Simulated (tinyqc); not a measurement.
# Capacitance measurement on a leaky thin oxide: effects of series resistance and leakage: what changes with what

The device is a capacitance C in parallel with a leakage conductance G, in series with Rs and Ls. An impedance meter reports either a parallel pair (Cp, Gp) from Y = 1/Z = Gp + i w Cp or a series pair (Cs, Rm) from Z = Rm + 1/(i w Cs); w = 2 pi f, dissipation D = Gp/(w |Cp|).

Values chosen for this exercise; values of the order met in thin-oxide MOS capacitors:

| symbol | value | unit | meaning |
|---|---|---|---|
| eox | 3.9 |  | relative permittivity of the gate insulator (close to silicon dioxide) |
| tox | 1.9 | nm | insulator thickness |
| A | 2500 | um^2 | gate area |
| zc | 0.28 | nm | oxide-equivalent thickness added by the accumulation layer |
| zp | 0 | nm | oxide-equivalent thickness added by gate depletion |
| Jg | 7.4 | A/cm^2 | gate leakage current density, not matched to the thickness |
| Vs | 0.17 | V | voltage for an e-fold rise of the leakage |
| Rs | 78 | ohm | series resistance |
| Ls | 0 | nH | series inductance |
| f | 2e5 | Hz | measuring frequency |

Constants: eps0 = 8.8541878128e-14 F/cm where lengths are in cm. Results are converted to the units shown.

Each table varies one quantity; the others keep the values above.

## Readings against frequency

EOT = 3.9 tox/eox; CET = EOT + zc + zp; C = 3.9 eps0 A/CET; G = Jg A/Vs. Z = Rs + i w Ls + 1/(G + i w C); CET read from Cp = 3.9 eps0 A/Cp; errors under 0.001 % are printed as 0.

The same in every row: C (pF) = 39.600.

Result of one run:
```
f (Hz)  Cp (pF)   Cs (pF)       D  error of Cp (%)  error of Cs (%)  CET read from Cp (nm)
30000    33.646  8.4172e5  158.16            -15.0           2.13e6                 2.5658
```

What becomes of these results when the measuring frequency f is changed from 30000 to 10000 Hz, all else the same?

Result of the changed run:
```
f (Hz)  Cp (pF)   Cs (pF)       D  error of Cp (%)  error of Cs (%)  CET read from Cp (nm)
10000    33.646  7.5752e6  474.49            -15.0           1.91e7                 2.5658
```

The whole series:
```
f (Hz)  Cp (pF)   Cs (pF)        D  error of Cp (%)  error of Cs (%)  CET read from Cp (nm)
1000     33.646  7.5751e8   4744.9            -15.0           1.91e9                 2.5658
3000     33.646  8.4168e7   1581.6            -15.0           2.13e8                 2.5658
10000    33.646  7.5752e6   474.49            -15.0           1.91e7                 2.5658
30000    33.646  8.4172e5   158.16            -15.0           2.13e6                 2.5658
1e5      33.646     75791   47.451            -15.0           1.91e5                 2.5658
3e5      33.645    8456.4   15.822            -15.0           2.13e4                 2.5659
1e6      33.635    797.11   4.7643            -15.1             1910                 2.5666
3e6      33.549    123.77   1.6399            -15.3              213                 2.5732
1e7      32.603    47.175  0.66857            -17.7             19.1                 2.6479
3e7      26.122    40.442  0.74039            -34.0             2.13                 3.3048
```

D goes from 4740 through a minimum of 0.669 (at f = 1e7 Hz among the rows listed) to 0.740; without inductance its minimum lies at f = sqrt(G (1 + G Rs)/Rs)/(2 pi C) = 1.56e7 Hz. The error of Cp goes from -15.0 to -34.0 % and that of Cs from 1.91e9 to 2.13 %; at low frequency Cp tends to C/(1 + G Rs)^2 and Cs grows as 1 + (G/(w C))^2. Neither reading comes within 2 % of C in any row. For f = 1000, 3000, 10000, 30000, 1e5, 3e5, 1e6, 3e6 D exceeds 1, where the accuracy of real meters degrades in proportion to sqrt(1 + D^2).

## Effect of the series resistance

Same model as above.

The same in every row: C (pF) = 39.60; Cs (pF) = 1.898e4.

Results:
```
Rs (ohm)  Cp (pF)      D  error of Cp (%)  error of Cs (%)  CET read from Cp (nm)
1           39.51  21.89           -0.217           4.78e4                  2.185
3           39.34  21.94           -0.650           4.78e4                  2.194
10          38.75  22.11            -2.14           4.78e4                  2.228
100         32.21  24.25            -18.7           4.78e4                  2.680
300         22.50  29.02            -43.2           4.78e4                  3.836
1000        9.076  45.72            -77.1           4.78e4                  9.512
3000        2.175  93.41            -94.5           4.78e4                  39.70
```

Estimate the missing row, Rs = 30 ohm.

Computed row:
```
Rs (ohm)  Cp (pF)      D  error of Cp (%)  error of Cs (%)  CET read from Cp (nm)
30          37.14  22.58            -6.22           4.78e4                  2.325
```

With this row back in the table: As Rs goes from 1 to 3000, the error of Cp goes from -0.217 to -94.5 %, that of Cs from 47800 to 47800 %, and D rises from 21.9 to 93.4. The CET read from Cp goes from 2.18 to 39.7 nm against the true 2.18 nm. Rs does not enter the imaginary part of Z, so Cs does not depend on it. In every row D exceeds 1, where the accuracy of real meters degrades in proportion to sqrt(1 + D^2).

Numbers from tinyqc (`OMP_NUM_THREADS=1 python tinyqc.py 2022148 2022149 out.jsonl`; about 0.01 s on one thread of a shared Intel Xeon 2.30GHz).
